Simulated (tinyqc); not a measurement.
Inside a calculation: finite square well with mass mismatch (envelope functions). Values are carried at full precision from step to step, so a last printed digit may differ when a step is redone from the rounded ones.

A square well of width L and depth V0, mass mw inside and mb outside, energies from the bottom of the well, c = hbar^2/2m0. k = sqrt(mw E/c), kappa = sqrt(mb (V0 - E)/c). psi and psi'/m are continuous at the walls (BenDaniel-Duke), so level n solves k L + 2 atan[(k/mw)/(kappa/mb)] = n pi.

Constants: hbar^2/2m0 = 3.80998211 eV angstrom^2.

Values chosen for the exercise (near those of a strained Si well in SiGe; shifted at random, so the results belong to these values and not to a real crystal): L = 28 angstrom (well width); V0 = 0.177 eV (barrier height); mw = 0.912 m0 (mass in the well); mb = 0.92 m0 (mass in the barrier); alpha_w = 0.54 1/eV (non-parabolicity in the well); alpha_b = 0.17 1/eV (non-parabolicity in the barrier).

## How many levels are bound

At E = V0 the arctangent equals pi/2, so level n is bound if k0 L > (n - 1) pi with k0 = sqrt(mw V0/c). Compare with the infinitely deep well, E1(hard) = c (pi/L)^2/mw.

k0 = 0.20584 1/angstrom
k0 L/pi = 1.8346
number of bound levels = 2
E1(hard) = 0.0526 eV

The count does not depend on mb. One more level binds at L = 30.5 angstrom.

## The lowest level by bisection

f(E) = k L + 2 atan[(k/mw)/(kappa/mb)] - pi rises with E. Twelve halvings of [0, V0]: keep the half in which f changes sign.

Bisection:
```
step,low (eV),high (eV),midpoint (eV),k,kappa,f
1,0.00000,0.17700,0.08850,0.14555,0.14619,2.5089
2,0.00000,0.08850,0.04425,0.10292,0.17904,0.7911
3,0.00000,0.04425,0.02212,0.07277,0.19339,-0.3783
4,0.02212,0.04425,0.03319,0.08913,0.18635,0.2531
5,0.02212,0.03319,0.02766,0.08136,0.18990,-0.0475
6,0.02766,0.03319,0.03042,0.08534,0.18813,0.1061
7,0.02766,0.03042,0.02904,0.08337,0.18902,0.0302
8,0.02766,0.02904,0.02835,0.08237,0.18946,-0.0084
9,0.02835,0.02904,0.02869,0.08288,0.18924,0.0109
10,0.02835,0.02869,0.02852,0.08263,0.18935,0.0013
11,0.02835,0.02852,0.02843,0.08250,0.18941,-0.0036
12,0.02843,0.02852,0.02848,0.08256,0.18938,-0.0012
```

After twelve halvings the bracket is V0/4096 = 0.043 meV wide.

## Bound levels

Solve the condition for each n (six at most). With A = cos(kL/2) for even and sin(kL/2) for odd levels, the probability in the barriers is Pb = (A^2/kappa)/(A^2/kappa + L/2 +/- sin(kL)/(2k)), + for even.

Levels:
```
n,parity,E (eV),k (1/angstrom),kappa (1/angstrom),Pb
1,even,0.0285,0.08259,0.18936,0.0443
2,odd,0.1075,0.16042,0.12954,0.2163
```

The lowest level lies at 54 % of the infinite-well value and decays into the barrier over 1/kappa = 5.3 angstrom.

## Mass in the plane and density of states

To first order in the in-plane energy, 1/m_par = (1 - Pb)/mw + Pb/mb for each subband. Each adds a step D = m_par/(2 pi c) to the density of states per area (spin included, one valley); 1/angstrom^2 = 1e16/cm^2.

Subbands:
```
n,m_par (m0),D (1e13/(eV cm^2))
1,0.9124,38.112
2,0.9137,38.169
```

The mass is taken as isotropic here; the valleys of Si are not, and in the plane they have mt, about 0.19 m0, so their real steps are about five times smaller.

## Levels with energy-dependent masses

Non-parabolic bands: mw is replaced by mw (1 + alpha_w E) and mb by mb (1 - alpha_b (V0 - E)), in k, kappa and the matching condition alike.

Solve the same condition with the energy-dependent masses, and list the shift from the parabolic levels that exist in both.

Levels:
```
n,E (eV),mass inside,mass outside,shift (meV)
1,0.0284,0.9260,0.8968,0.0
2,0.1047,0.9636,0.9087,-2.8
```

Level 1 moves by 0.0 meV and level 2 by -2.8 meV.

## Checks

- Lowest level by finite differences (200 cells across the well) against the matching condition, eV: both 0.0285.

Program tinyqc; command `OMP_NUM_THREADS=1 python tinyqc.py 1280559 1280560 out.jsonl`; about 0.01 s on one thread of a shared Intel(R) Xeon(R) Processor @ 2.30GHz.
